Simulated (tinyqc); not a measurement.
# Schottky diode by the thermionic emission-diffusion theory: effect of the mobility

Metal on an n-type semiconductor with one parabolic valley; V > 0 is forward bias (metal positive). The band bends as a parabola over the depletion layer, by Vd = Vbi - V; no image force. Carriers drift and diffuse up to the interface and leave it with the velocity vR.

A* = 4 pi q me m0 kB^2/h^3 (times 1e-4 for A/(cm^2 K^2)); Nc = 2 (2 pi me m0 kB T/h^2)^1.5 (times 1e-6 for cm^-3); Vbi = phi - Vt ln(Nc/Nd); vR = A* T^2/(q Nc). LD = sqrt(eps0 eps_r Vt/(q Nd)), a = sqrt((Vbi - V)/Vt), D(a) = exp(-a^2) int_0^a exp(s^2) ds (Dawson), vD = mun Vt/(sqrt(2) LD D(a)). J = q Nc [vR vD/(vR + vD)] exp(-phi/Vt) [exp(V/Vt) - 1].

Values chosen for this exercise; band and dielectric values close to those of gallium arsenide: temperature T = 400 K; electron mass me = 0.068 m0; relative permittivity eps_r = 12.7; barrier height seen from the metal phi = 0.81 eV; donor density Nd = 3.2e15 cm^-3; bias V = 0.19 V.

Constants: q = 1.602176634e-19 C, kB = 1.380649e-23 J/K, h = 6.62607015e-34 J s, m0 = 9.1093837015e-31 kg, Vt = kB T/q, eps0 = 8.8541878128e-14 F/cm where lengths are in cm. Results are converted to the units shown.

The same in every row: vR (cm/s) = 1.1912e7.

Effect of the mobility:
```
mun (cm^2/(V s))  vD (cm/s)  vD/(vR + vD)  J (A/cm^2)
1.2                   22856     0.0019151   3.8477e-5
4.4                   83805     0.0069862   1.4037e-4
16                 3.0474e5      0.024945   5.0119e-4
57                 1.0857e6      0.083527   0.0016782
210                3.9998e6       0.25137   0.0050506
750                1.4285e7       0.54529    0.010956
2700               5.1426e7       0.81193    0.016313
9800               1.8666e8       0.94001    0.018887
```

J rises from 3.85e-5 to 0.0189 A/cm^2, as mun^(1.00) between the first two rows and mun^(0.11) between the last two. vD equals vR at mun = 625 cm^2/(V s): below that diffusion limits the current, above it emission. In 2 of the 8 rows vD exceeds 3e7 cm/s, beyond usual saturation velocities, since the low-field mobility is used at the surface field.

Numbers from tinyqc (`OMP_NUM_THREADS=1 python tinyqc.py 2640030 2640031 out.jsonl`; about 0.01 s on one thread of a shared Intel Xeon 2.30GHz).
